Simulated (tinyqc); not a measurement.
Energies of the polytypes: polytypes and stacking faults of a tetrahedral semiconductor in an axial Ising model with couplings up to third neighbours. Computed by tinyqc, a small Python program. Command: `OMP_NUM_THREADS=1 python tinyqc.py 3019420 3019421 out.jsonl polytype walk`. One thread of a shared host (Intel(R) Xeon(R) Processor @ 2.30GHz), about 0.01 s of CPU time with the checks.

Each double layer has s = +1 or -1 for the sense of its stacking step; E per pair of atoms = E0 - sum_n J_n <s_i s_(i+n)>, n = 1, 2, 3. Hexagonality h = (1 - <s_i s_(i+1)>)/2.

Inputs (values chosen for the exercise, for a model crystal):
```
quantity   value      unit
J1         0.831  meV/pair
J2         -3.09  meV/pair
J3         -0.19  meV/pair
gap of 3C   2.39        eV
gap of 4H   3.26        eV
```

Method. E - E(3C) = sum_n J_n (1 - C_n), C_n = <s_i s_(i+n)>. The gap is taken linear in h between 3C (h = 0) and 4H (h = 1/2), a rough rule, with a dash beyond.

correlations of the repeat units 3C (+), 2H (+-), 4H (++--), 6H (+++---), 15R (+++--), 8H (++++----), 21R (++++---), 9R (++-):
```
        n = 1     n = 2     n = 3
3C    1.00000   1.00000   1.00000
2H   -1.00000   1.00000  -1.00000
4H    0.00000  -1.00000   0.00000
6H    0.33333  -0.33333  -1.00000
15R   0.20000  -0.60000  -0.60000
8H    0.50000   0.00000  -0.50000
21R   0.42857  -0.14286  -0.71429
9R   -0.33333  -0.33333   1.00000
```

Polytypes:
```
polytype       h  E - E(3C) (meV/pair)  gap by the linear rule (eV)
3C        0.0000                0.0000                       2.3900
2H        1.0000                1.2820                            -
4H        0.5000               -5.5390                       3.2600
6H        0.3333               -3.9460                       2.9700
15R       0.4000               -4.5832                       3.0860
8H        0.2500               -2.9595                       2.8250
21R       0.2857               -3.3823                       2.8871
9R        0.6667               -3.0120                            -
```

E(2H) - E(3C) = 1.282 meV/pair

E(4H) - E(3C) = -5.539 meV/pair

E(6H) - E(3C) = -3.946 meV/pair

The lowest is 4H, 0.956 meV/pair below 15R. J1/|J2| = 0.27: for J3 = 0 and J2 < 0 the ground state is 2H below -2, 4H between -2 and 2, and 3C above 2; at 2 itself all periods with bands of two or more layers are degenerate.

Extremes, crossings and ranges named in words are read from the listed rows.
